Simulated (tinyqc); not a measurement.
What each parameter does: optical transitions of a finite quantum well.

Each carrier sees a square well of width L with its own depth V and masses m (inside), mb (outside); c = hbar^2/2m0, k = sqrt(m E/c), kappa = sqrt(mb (V - E)/c), and level n solves k L + 2 atan[(k/m)/(kappa/mb)] = n pi. The envelope is cos(kz) for odd n and sin(kz) for even n inside, joins exp(-kappa (|z| - L/2)) outside, and is normalised to 1. Excitons and band mixing are left out.

Constants: hbar^2/2m0 = 3.80998211 eV angstrom^2; hc = 1239.841984 eV nm.

Inputs chosen for the exercise (near those of a GaAs well in AlGaAs; the results hold for these values, not for the real material): L = 153 angstrom (well width); Eg = 1.543 eV (gap of the well); Vc = 0.203 eV (conduction offset); Vv = 0.114 eV (valence offset); me = 0.0663 m0 (electron, well); meb = 0.0878 m0 (electron, barrier); mh = 0.354 m0 (heavy hole along z, well); mhb = 0.401 m0 (heavy hole, barrier); ml = 0.0921 m0 (light hole along z, well); mlb = 0.1055 m0 (light hole, barrier).

Edge wavelength hc/(Eg + e1 + hh1), squared overlap of e1 and hh1, and the confinement energies.

One parameter was then changed.

Results before and after:
```
case     edge (nm)  overlap^2  e1 (meV)  hh1 (meV)
base         793.8     0.9909      15.4        3.5
changed      778.3     0.9909      15.4        3.5
```

Which of these changes was made? (a) me = 0.0729 m0; (b) Vv = 0.091 eV; (c) L = 168 angstrom; (d) Vc = 0.173 eV; (e) meb = 0.1054 m0; (f) Eg = 1.574 eV; (g) mh = 0.407 m0.

Answer: (f) Eg = 1.574 eV. Of the candidates, run in turn, only this one gives the changed row.

All candidates:
```
case              edge (nm)  overlap^2  e1 (meV)  hh1 (meV)
base                  793.8     0.9909      15.4        3.5
L = 168 angstrom      795.2     0.9922      13.3        3.0
Eg = 1.574 eV         778.3     0.9909      15.4        3.5
Vc = 0.173 eV         794.1     0.9875      14.9        3.5
Vv = 0.091 eV         793.8     0.9936      15.4        3.4
me = 0.0729 m0        794.2     0.9933      14.5        3.5
mh = 0.407 m0         794.0     0.9883      15.4        3.2
meb = 0.1054 m0       794.1     0.9894      14.9        3.5
```

Computed by tinyqc, a small Python program: `OMP_NUM_THREADS=1 python tinyqc.py 1280782 1280783 out.jsonl` (the numbers bound the seed that draws the inputs); one thread of a shared host (Intel(R) Xeon(R) Processor @ 2.30GHz), about 0.1 s for the whole set of steps.
